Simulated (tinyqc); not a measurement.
Long-channel MOSFET, surface-potential model: one step of the calculation.

n-channel transistor on a uniformly doped p-type body, gradual-channel approximation, constant mobility, Boltzmann statistics, full ionisation. Potentials are counted from the neutral body; V is the electron quasi-Fermi potential, Vsb at the source and Vsb + Vds at the drain. Charges are magnitudes per area.

Question. Body potential, insulator capacitance and body factor. ni = sqrt(Nc Nv) exp(-Eg/(2 Vt)), Eg in volts; phiF = Vt ln(Na/ni); Cox = eps0 eox/tox; gamma = sqrt(2 q eps0 eps_r Na)/Cox. VT = Vfb + 2 phiF + gamma sqrt(2 phiF + Vsb), m = 1 + gamma/(2 sqrt(2 phiF + Vsb)).

Inputs (values chosen for the exercise); material values those of a made-up semiconductor:

| symbol | value | unit | meaning |
|---|---|---|---|
| T | 293 | K | temperature |
| Eg | 1.78 | eV | band gap |
| eps_r | 12.9 |  | relative permittivity of the semiconductor |
| Nc | 3.21e17 | cm^-3 | conduction-band density of states at T |
| Nv | 7.72e18 | cm^-3 | valence-band density of states at T |
| Na | 8.8e16 | cm^-3 | acceptor density of the body |
| eox | 4.04 |  | relative permittivity of the gate insulator |
| tox | 2.1 | nm | insulator thickness |
| Vfb | -1.26 | V | flat-band voltage |
| Vsb | 0.3 | V | source-body reverse bias |

Constants: q = 1.602176634e-19 C, kB = 1.380649e-23 J/K, Vt = kB T/q, eps0 = 8.8541878128e-14 F/cm where lengths are in cm. Results are converted to the units shown.

Find: ni; phiF; Cox; gamma; VT; m.

Answer.

ni = 773.61 cm^-3
phiF = 0.81718 V
Cox = 1.7034 uF/cm^2
gamma = 0.10536 V^0.5
VT = 0.52089 V
m = 1.0379

Numbers from tinyqc (`OMP_NUM_THREADS=1 python tinyqc.py 2360132 2360133 out.jsonl`; about 0.06 s on one thread of a shared Intel Xeon 2.30GHz).
